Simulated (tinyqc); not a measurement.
From one set of inputs to another, one input at a time: thermal and gravitational stress in a wafer during furnace and rapid thermal processing, and the onset of slip. Computed by tinyqc, a small Python program. Command: `OMP_NUM_THREADS=1 python tinyqc.py 3010203 3010204 out.jsonl slip ladder`. One thread of a shared host (Intel(R) Xeon(R) Processor @ 2.30GHz), about 0.02 s of CPU time with the checks.

A thin free disc in plane stress, isotropic; T(r) = T_centre + dT (r/R)^n. Stress is positive in tension; sigma_SB = 5.670374419e-8 W/(m^2 K^4), g = 9.80665 m/s^2.

The inputs printed are set A. Inputs not listed in the table keep their values of set A, so the rows need not describe a real material.

Inputs (values chosen for the exercise, for a model wafer):
```
quantity,value,unit
wafer radius R,150,mm
thickness t,775,micrometre
Young's modulus E,160,GPa
Poisson ratio nu,0.28,-
expansion alpha,4.1,1e-6/K
edge less centre temperature dT,-27,K
exponent n of the profile,16,-
temperature T,1100,K
prefactor A of the critical stress,0.00026,MPa
energy U of the critical stress,1.1,eV
density rho,2330,kg/m^3
heat capacity c,936,J/(kg K)
conductivity k,27.7,W/(m K)
wafer spacing s,7.5,mm
ramp rate,39,K/min
radius of the support ring over R,0.66,-
```

Temperature profile: edge zone, power law.

Constants: k_B = 8.617333262e-05 eV/K.

Method:
- With x = r/R: s_rr = alpha E dT (1 - x^n)/(n + 2), s_tt = alpha E dT [1 - (n + 1) x^n]/(n + 2).
- Critical resolved stress tau_c = A exp(U/(k_B T)), a form chosen for the exercise; slip when 0.492799 |s_tt(R)| > tau_c; allowed |dT| = tau_c (n + 2)/(0.492799 n alpha E).
- In a stack heated from the rim, heat flows inward by conduction and by radiation between wafers: k_eff = k + (16/3) sigma_SB T^3 s^2/t (a diffusion estimate with the spacing as path length). A steady ramp gives the parabolic lag dT = rho c (ramp) R^2/(4 k_eff); the allowed ramp uses n = 2.
- Own weight q = rho g t on a ring of radius b R, x = r/R: moments of an edge-supported plate, M_r = q R^2 (3 + nu)(1 - x^2)/16 and M_t = q R^2 [(3 + nu) - (1 + 3 nu) x^2]/16, less the uniform moment inside the ring load, q R^2 [(1 - nu)(1 - b^2) - 2 (1 + nu) ln b]/8; stress at the lower face = 6 M/t^2.

Each row keeps all changes above it:
```
input moved,from,to,resolved over critical stress,allowed ramp rate (K/min),stress at the centre (MPa)
set A,-,-,0.2723,49.07,0.08454
wafer spacing s (mm),7.5,6.7,0.2723,43.98,0.08454
conductivity k (W/(m K)),27.7,26.8,0.2723,43.21,0.08454
Young's modulus E (GPa),160,138,0.2349,50.10,0.08454
heat capacity c (J/(kg K)),936,915,0.2349,51.25,0.08454
prefactor A of the critical stress (MPa),0.00026,0.00032,0.1908,63.07,0.08454
edge less centre temperature dT (K),-27,-40,0.2827,63.07,0.08454
expansion alpha (1e-6/K),4.1,4.28,0.2951,60.42,0.08454
```

Which inputs carry the difference?

Resolved over critical stress goes from 0.272 to 0.295, a factor 1.08 in all. The largest single move comes from edge less centre temperature dT (a factor 1.48), and prefactor A of the critical stress works against it (a factor 0.812). Allowed ramp rate goes from 49.1 to 60.4, a factor 1.23 in all. The largest single move comes from prefactor A of the critical stress (a factor 1.23), and wafer spacing s works against it (a factor 0.896). The single moves hold for this order of the switches; the total does not depend on the order.

Extremes, crossings and ranges named in words are read from the listed rows.
